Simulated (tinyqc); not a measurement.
Course in time: spin coating of a resist or spin-on film: centrifugal thinning, evaporation and the final thickness (Emslie and Meyerhofer models). Computed by tinyqc, a small Python program. Command: `OMP_NUM_THREADS=1 python tinyqc.py 3111640 3111641 out.jsonl spincoat walk`. One thread of a shared host (Intel(R) Xeon(R) Processor @ 2.30GHz), about 0.07 s of CPU time with the checks.

A Newtonian film stays uniform over the wafer; solvent and solids have the same density and the concentration is uniform through the thickness.

Inputs (values chosen for the exercise, of the order of those of a polymer resist in an ester solvent): solids volume fraction c0 = 0.099; kinematic viscosity of the solvent nu_s = 1.2 mm^2/s; viscosity constant k = 3300 mm^2/s; viscosity exponent gamma = 3.2; spin speed f = 800 rpm; evaporation rate at 1000 rpm e0 = 0.12 micrometre/s; starting thickness h0 = 100 micrometre; wafer radius R = 50 mm; shrinkage in the bake = 8.4 %.

Method:
- omega = 2 pi f/60; nu(c) = nu_s + k c^gamma; evaporation rate e = e0 sqrt(f/1000 rpm).
- Flow constant K = 2 omega^2/(3 nu(c0)); Reynolds number of the air omega R^2/nu_air with nu_air = 15 mm^2/s.
- Meyerhofer estimate: flow rules until (1 - c0) K h^3 = e, then evaporation alone: h_w = (e/((1 - c0) K))^(1/3), dry film c0 h_w.
- Full model for solids s and liquid l per area, h = s + l, c = s/h: ds/dt = -c Q, dl/dt = -(1 - c) Q - e, Q = 2 omega^2 h^3/(3 nu(c)); integrated adaptively (relative tolerance 1e-9) until l = 0.
- Dry film = s at l = 0, before the bake; film after the bake = s x (1 - shrinkage).
- Times are fractions of the time to dry.

omega = 83.7758 1/s

evaporation rate e = 0.107331 micrometre/s

dry film = 503.571 nm

dry film, estimate = 429.903 nm

History:
```
fraction       t (s)  h (micrometre)        c  nu (mm^2/s)         Q/e  s (nm)
0.003     1.4544e-01          43.716  0.09903         3.22  1.1318e+03  4329.1
0.010     4.8481e-01          25.721  0.09914         3.23  2.2999e+02  2550.0
0.030     1.4544e+00          15.172  0.09969         3.26  4.6676e+01  1512.6
0.100     4.8481e+00           8.317  0.10323         3.50  7.1553e+00   858.5
0.200     9.6962e+00           5.783  0.11147         4.15  2.0326e+00   644.6
0.350     1.6968e+01           4.157  0.13101         6.14  5.0975e-01   544.6
0.500     2.4240e+01           3.160  0.16262        11.07  1.2423e-01   513.8
0.700     3.3937e+01           2.068  0.24396        37.34  1.0320e-02   504.4
0.900     4.3633e+01           1.024  0.49181       341.81  1.3692e-04   503.6
```

What follows from these numbers?

Q/e drops below 1 between t = 9.7 and 17 s, when c has risen from 0.099 to about 0.131; after that row the solids fall by a further 8 %. The full model gives 1.17 times the two-stage estimate.
